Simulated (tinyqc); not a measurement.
Error of the time step: velocity overshoot from momentum and energy balance equations after a field step. Computed by tinyqc, a small Python program. Command: `OMP_NUM_THREADS=1 python tinyqc.py 3029933 3029934 out.jsonl overshoot walk`. One thread of a shared host (Intel(R) Xeon(R) Processor @ 2.30GHz), about 0.02 s of CPU time with the checks.

At t = 0 the field jumps from 0 to F in a uniform sample. v is the drift velocity and u = w - (3/2) k_B T the excess energy per carrier.

Inputs (values chosen for the exercise, modelled on holes in silicon except for tau_E):
```
quantity,value,unit
effective mass m,0.41,m_0
low-field mobility mu_0,500,cm^2/(V s)
saturation velocity v_s,0.88,1e7 cm/s
energy relaxation time tau_E,0.67,ps
field after the step F,52,kV/cm
lattice temperature T,300,K
time step dt,3.7,fs
```

Scheme: implicit in the damping.

Constants: m_0 = 9.1093837015e-31 kg; e = 1.602176634e-19 C; k_B = 8.617333262e-05 eV/K.

Method:
- dv/dt = e F/m - v/tau_m(u), du/dt = e F v - u/tau_E, tau_m(u) = tau_0/(1 + c u), tau_0 = m mu_0/e, c = mu_0/(e tau_E v_s^2); this choice gives the steady state v (1 + mu_0 F v/v_s^2) = mu_0 F, which saturates at v_s. Steady velocity v = 2 mu_0 F/(1 + sqrt(1 + 4 (mu_0 F/v_s)^2)); u = e F v tau_E; carrier temperature T + 2u/(3 k_B), neglecting the drift energy m v^2/2.
- Step: v_new = (v + dt e F/m)/(1 + dt/tau_m(u)), u_new = (u + dt e F v_new)/(1 + dt/tau_E). Start v = u = 0; the distance adds dt (v + v_new)/2.
- The peak velocity is recomputed with dt/2 and dt/4 and by an adaptive Runge-Kutta method (tolerance 1e-9).

tau_0 = 116.555 fs

acceleration e F/m = 0.0223070 1e7 cm/s per fs

c = 9.63673 1/eV

steady velocity = 0.743589 1e7 cm/s

Peak velocity:
```
step,v_peak (1e7 cm/s),error (%)
dt,1.5076,-0.31249
dt/2,1.5099,-0.16153
dt/4,1.5111,-0.08133
adaptive,1.5123,0.00000
```

The implicit scheme puts the peak 0.31 % too low; halving dt divides the error by 1.93, as a first-order method should.

Extremes, crossings and ranges named in words are read from the listed rows.
